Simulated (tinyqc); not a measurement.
A ladder of methods, and size consistency: correlation methods against full CI in the sto-3g basis, for H2, spin multiplicity 1. Computed by the program tinyqc with PySCF. 

Geometry (angstrom):
```
atom,x,y,z
H,0.0000,0.0000,0.0000
H,0.0000,0.0000,0.8640
```

RHF energy of one = -1.099743 hartree

All electrons correlated; +Q is the Davidson correction (1 - c0^2) E_corr. The last columns treat two copies 100 angstrom apart as one system. FCI is the lowest singlet.

Correlation energies (hartree):
```
method,E_corr of one,share of FCI (%),E_corr of two at 100 angstrom,two minus twice one (mhartree)
MP2,-0.016318,61.3269,-0.032637,0.0000
CISD,-0.026609,100.0000,-0.052215,1.0024
CISD+Q,-0.027129,101.9558,-0.054146,0.1119
CCSD,-0.026609,100.0000,-0.053218,0.0000
CCSD(T),-0.026609,100.0000,-0.053218,0.0000
FCI,-0.026609,100.0000,-,-
```

MP2 recovers 61 %, CISD 100.0 % and CCSD 100.0 % of the FCI value (c0^2 = 0.980 in CISD). MP2 and coupled cluster are size consistent, so their last column vanishes; CISD loses 1.00 mhartree, since a double excitation on each copy is a quadruple of the pair, and the Davidson correction leaves +0.11. With two electrons, or one virtual orbital, CISD and CCSD are exact for one copy, so +Q overshoots there.
